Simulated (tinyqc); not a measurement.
Equilibrium and kinetic segregation of a solute to boundaries and growing surfaces: one step, computed by the program tinyqc. Command: `OMP_NUM_THREADS=1 python tinyqc.py 3002322 3002323 out.jsonl segreg walk`. One thread of a shared host (Intel(R) Xeon(R) Processor @ 2.30GHz), about 0.01 s of CPU time with the checks.

Problem. Segregation at a growing surface. Two-state exchange during growth, dilute: jump up r_u = nu exp(-E_b/(k_B T_g)), jump back r_d = r_u exp(-E_s/(k_B T_g)), nu = 1e13 1/s. In the time 1/R of one monolayer the share carried up is p = [r_u/(r_u + r_d)] [1 - exp(-(r_u + r_d)/R)]; the tail decays as p^n, length -1/ln p monolayers; the equilibrium limit has p = r_u/(r_u + r_d).

Inputs (values chosen for the exercise, modelled on phosphorus in polycrystalline silicon):
```
quantity                        value          unit
exchange barrier E_b             1.98            eV
surface segregation energy E_s   0.22            eV
growth temperature T_g            890             K
growth rate                       1.5  monolayers/s
```

Constants: k_B = 8.617333262e-05 eV/K.

Give: r_u; r_d; share carried up p; decay length.

Solution.

r_u = 61.36 1/s

r_d = 3.484 1/s

share carried up p = 0.9463

decay length = 18.11 monolayers

Exchange is fast against growth: the equilibrium regime, where heating shortens the tail.
